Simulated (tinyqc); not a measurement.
Worked calculation: Hueckel theory of the pi electrons with the omega technique, for the molecule C=Cc1ccccc[cH+]1 (SMILES; centres numbered as the heavy atoms are written). Computed by tinyqc, a small Python program that keeps every step. Settings: charge = 1, omega = 0.6, damping = 0.3. Command: `OMP_NUM_THREADS=1 python tinyqc.py 29161 29162 out.jsonl` (the two numbers bound the seeds that draw the settings). One thread of a shared host (Intel(R) Xeon(R) Processor @ 2.60GHz), about 0.01 s of CPU time with the checks.

## The Hueckel matrix

Centres:
```
centre  z_r, pi electrons of the neutral centre        h
1C                                            1  0.00000
2C                                            1  0.00000
3C                                            1  0.00000
4C                                            1  0.00000
5C                                            1  0.00000
6C                                            1  0.00000
7C                                            1  0.00000
8C                                            1  0.00000
9C                                            1  0.00000
```

Bonds:
```
i  j  k
1  2  1
2  3  1
3  4  1
4  5  1
5  6  1
6  7  1
7  8  1
8  9  1
9  3  1
```

H_rr = alpha + h_r beta, H_rs = k_rs beta for bonded centres.

Hueckel matrix in units of beta (H = alpha + beta A), lower triangle:
```
         1C       2C       3C       4C       5C       6C       7C       8C
1C  0.00000
2C  1.00000  0.00000
3C  0.00000  1.00000  0.00000
4C  0.00000  0.00000  1.00000  0.00000
5C  0.00000  0.00000  0.00000  1.00000  0.00000
6C  0.00000  0.00000  0.00000  0.00000  1.00000  0.00000
7C  0.00000  0.00000  0.00000  0.00000  0.00000  1.00000  0.00000
8C  0.00000  0.00000  0.00000  0.00000  0.00000  0.00000  1.00000  0.00000
9C  0.00000  0.00000  1.00000  0.00000  0.00000  0.00000  0.00000  1.00000

         9C
9C  0.00000
```

## Orbitals, round 1

pi electrons, sum of z_r less the charge = 8

Diagonalise; E = alpha + x beta with beta < 0, so the largest x are filled first; degenerate levels share their electrons. P = sum n_i c_ri c_si; each orbital has its largest coefficient positive (the first on a tie).

x values: 2.12479  1.54060  1.24698  0.80717  -0.33793  -0.44504  -1.10195  -1.80194  -2.03268

occupations: 2.00000  2.00000  2.00000  2.00000  0.00000  0.00000  0.00000  0.00000  0.00000

coefficients:
```
        MO1       MO2       MO3       MO4       MO5       MO6       MO7       MO8
1C  0.14303  -0.27652   0.00000   0.59493   0.50067   0.00000  -0.51250   0.00000
2C  0.30391  -0.42600   0.00000   0.48021  -0.16919   0.00000   0.56475   0.00000
3C  0.50272  -0.37978   0.00000  -0.20732  -0.44349   0.00000  -0.10982   0.00000
4C  0.38213  -0.07954   0.41791  -0.32377   0.15953   0.52112  -0.22187   0.23192
5C  0.30923   0.25724   0.52112  -0.05402   0.38958  -0.23192   0.35431  -0.41791
6C  0.27492   0.47584   0.23192   0.28017  -0.29118  -0.41791  -0.16856   0.52112
7C  0.27492   0.47584  -0.23192   0.28017  -0.29118   0.41791  -0.16856  -0.52112
8C  0.30923   0.25724  -0.52112  -0.05402   0.38958   0.23192   0.35431   0.41791
9C  0.38213  -0.07954  -0.41791  -0.32377   0.15953  -0.52112  -0.22187  -0.23192

         MO9
1C   0.18926
2C  -0.38470
3C   0.59272
4C  -0.41006
5C   0.24079
6C  -0.07940
7C  -0.07940
8C   0.24079
9C  -0.41006
```

charge and bond-order matrix P, lower triangle:
```
          1C        2C        3C        4C        5C        6C       7C       8C
1C   0.90171
2C   0.89390   1.00887
3C   0.10716   0.43002   0.87987
4C  -0.23194  -0.01092   0.57887   0.86365
5C  -0.11808  -0.08309   0.13793   0.66595   0.87256
6C   0.14885   0.03077  -0.20117   0.14683   0.62628   0.86857
7C   0.14885   0.03077  -0.20117  -0.24085   0.14284   0.65342  0.86857
8C  -0.11808  -0.08309   0.13793  -0.20517  -0.21371   0.14284  0.62628  0.87256
9C  -0.23194  -0.01092   0.57887   0.16507  -0.20517  -0.24085  0.14683  0.66595

         9C
9C  0.86365
```

## Omega technique, round 1

h_r = h_r(0) + omega q_r, omega = 0.6, with q_r = z_r - P_rr; 0.3 of the old diagonal is kept.

matrix after round 1, lower triangle:
```
         1C        2C       3C       4C       5C       6C       7C       8C
1C  0.04128
2C  1.00000  -0.00373
3C  0.00000   1.00000  0.05046
4C  0.00000   0.00000  1.00000  0.05727
5C  0.00000   0.00000  0.00000  1.00000  0.05353
6C  0.00000   0.00000  0.00000  0.00000  1.00000  0.05520
7C  0.00000   0.00000  0.00000  0.00000  0.00000  1.00000  0.05520
8C  0.00000   0.00000  0.00000  0.00000  0.00000  0.00000  1.00000  0.05353
9C  0.00000   0.00000  1.00000  0.00000  0.00000  0.00000  0.00000  1.00000

         9C
9C  0.05727
```

## Orbitals, round 2

As before.

x values: 2.17358  1.58338  1.30199  0.84384  -0.28915  -0.38890  -1.06948  -1.74710  -1.98818

occupations: 2.00000  2.00000  2.00000  2.00000  0.00000  0.00000  0.00000  0.00000  0.00000

coefficients:
```
        MO1       MO2       MO3       MO4       MO5       MO6       MO7       MO8
1C  0.13699  -0.27066   0.00000   0.60500   0.49403   0.00000  -0.50950   0.00000
2C  0.29210  -0.41738   0.00000   0.48555  -0.16324   0.00000   0.56593   0.00000
3C  0.49900  -0.39177   0.00000  -0.19346  -0.44743   0.00000  -0.09364   0.00000
4C  0.38367  -0.09159   0.41839  -0.31952   0.15760   0.52083  -0.23053   0.23170
5C  0.31297   0.25200   0.52079  -0.05787   0.39284  -0.23238   0.35338  -0.41807
6C  0.27984   0.47711   0.23179   0.27379  -0.29221  -0.41802  -0.16632   0.52109
7C  0.27984   0.47711  -0.23179   0.27379  -0.29221   0.41802  -0.16632  -0.52109
8C  0.31297   0.25200  -0.52079  -0.05787   0.39284   0.23238   0.35338   0.41807
9C  0.38367  -0.09159  -0.41839  -0.31952   0.15760  -0.52083  -0.23053  -0.23170

         MO9
1C   0.19574
2C  -0.39724
3C   0.59256
4C  -0.40539
5C   0.23664
6C  -0.07775
7C  -0.07775
8C   0.23664
9C  -0.40539
```

charge and bond-order matrix P, lower triangle:
```
          1C        2C        3C        4C        5C        6C       7C       8C
1C   0.91608
2C   0.89347   0.99057
3C   0.11470   0.43068   0.87982
4C  -0.23192  -0.00969   0.57829   0.86547
5C  -0.12069  -0.08372   0.13728   0.66676   0.87204
6C   0.14968   0.03108  -0.20049   0.14634   0.62536   0.86926
7C   0.14968   0.03108  -0.20049  -0.24158   0.14251   0.65435  0.86926
8C  -0.12069  -0.08372   0.13728  -0.20482  -0.21284   0.14251  0.62536  0.87204
9C  -0.23192  -0.00969   0.57829   0.16525  -0.20482  -0.24158  0.14634  0.66676

         9C
9C  0.86547
```

## Omega technique, round 2

As before.

matrix after round 2, lower triangle:
```
         1C       2C       3C       4C       5C       6C       7C       8C
1C  0.04763
2C  1.00000  0.00284
3C  0.00000  1.00000  0.06561
4C  0.00000  0.00000  1.00000  0.07368
5C  0.00000  0.00000  0.00000  1.00000  0.06980
6C  0.00000  0.00000  0.00000  0.00000  1.00000  0.07147
7C  0.00000  0.00000  0.00000  0.00000  0.00000  1.00000  0.07147
8C  0.00000  0.00000  0.00000  0.00000  0.00000  0.00000  1.00000  0.06980
9C  0.00000  0.00000  1.00000  0.00000  0.00000  0.00000  0.00000  1.00000

         9C
9C  0.07368
```

## Convergence

Each round sets h_r = h_r(0) + omega (z_r - P_rr), keeping the share named as damping of the old diagonal; repeat until output and input diagonals agree to 1e-6.

Rounds:
```
round   sum n x  largest |h(out) - h(in)|
1      11.43908                  8.18e-02
2      11.80560                  2.35e-02
3      11.91636                  6.84e-03
4      11.94964                  2.00e-03
5      11.95965                  5.88e-04
6      11.96265                  1.74e-04
7      11.96355                  5.14e-05
8      11.96382                  1.53e-05
9      11.96391                  4.54e-06
10     11.96393                  1.35e-06
11     11.96394                  4.03e-07
```

Converged in 11 rounds.

## Energy, charges, bond orders

final x values: 2.19492  1.60296  1.32502  0.85907  -0.26977  -0.36591  -1.05398  -1.72411  -1.96821

occupations: 2.00000  2.00000  2.00000  2.00000  0.00000  0.00000  0.00000  0.00000  0.00000

final P, lower triangle:
```
          1C        2C        3C        4C        5C        6C       7C       8C
1C   0.91360
2C   0.89267   0.99008
3C   0.11744   0.43169   0.87967
4C  -0.23168  -0.01078   0.57779   0.86621
5C  -0.12163  -0.08479   0.13708   0.66730   0.87237
6C   0.14991   0.03222  -0.20015   0.14571   0.62495   0.86974
7C   0.14991   0.03222  -0.20015  -0.24220   0.14210   0.65485  0.86974
8C  -0.12163  -0.08479   0.13708  -0.20428  -0.21252   0.14210  0.62495  0.87237
9C  -0.23168  -0.01078   0.57779   0.16600  -0.20428  -0.24220  0.14571  0.66730

         9C
9C  0.86621
```

E = sum n x; q_r = z_r - P_rr; bond order p = P_rs; free valence = sqrt(3) - sum of p over the bonds of the atom.

pi energy = 8 alpha + this times beta = 11.96394

pi charges: 1C 0.08640, 2C 0.00992, 3C 0.12033, 4C 0.13379, 5C 0.12763, 6C 0.13026, 7C 0.13026, 8C 0.12763, 9C 0.13379

Bond orders and lengths from R = 1.517 - 0.180 p (angstrom, C-C alone):
```
bond        p        R
1-2   0.89267  1.35632
2-3   0.43169  1.43930
3-4   0.57779  1.41300
4-5   0.66730  1.39689
5-6   0.62495  1.40451
6-7   0.65485  1.39913
7-8   0.62495  1.40451
8-9   0.66730  1.39689
9-3   0.57779  1.41300
```

free valence of the carbons: 1C 0.83938, 2C 0.40769, 3C 0.14479, 4C 0.48696, 5C 0.43980, 6C 0.45226, 7C 0.45226, 8C 0.43980, 9C 0.48696

gap between the highest filled and the next level = 1.12884 |beta|
